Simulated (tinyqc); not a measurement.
Grain-boundary diffusion: Harrison regimes, Fisher and Le Claire analysis, Hart average: one step, computed by the program tinyqc. Command: `OMP_NUM_THREADS=1 python tinyqc.py 3022851 3022852 out.jsonl gbdiff walk`. One thread of a shared host (Intel(R) Xeon(R) Processor @ 2.30GHz), about 0.01 s of CPU time with the checks.

A boundary is a slab of width delta with diffusivity D_b, normal to a surface held at constant concentration; it leaks into grains of diffusivity D.

Question. Penetration along an isolated boundary. Fisher: the mean concentration falls as exp(-y/y_F), y_F = sqrt(P) (pi t/(4 D))^(1/4), with the boundary equation P d2c/dy2 = 2 c sqrt(D/(pi t)). Le Claire (from the Whipple solution): ln c falls as -(y/y_L)^(6/5) with P = 1.322 sqrt(D/t) y_L^2.

Inputs (values chosen for the exercise, for a model polycrystal): temperature T = 838 K; time t = 130000 s.

triple product P = 2.177307e-19 m^3/s

D = 3.851864e-16 m^2/s

Give: Fisher depth y_F; Le Claire depth y_L.

Answer.

Fisher depth y_F = 59.54 um

Le Claire depth y_L = 55.01 um

Caution: the Fisher and Le Claire forms need regime B with beta above 10.
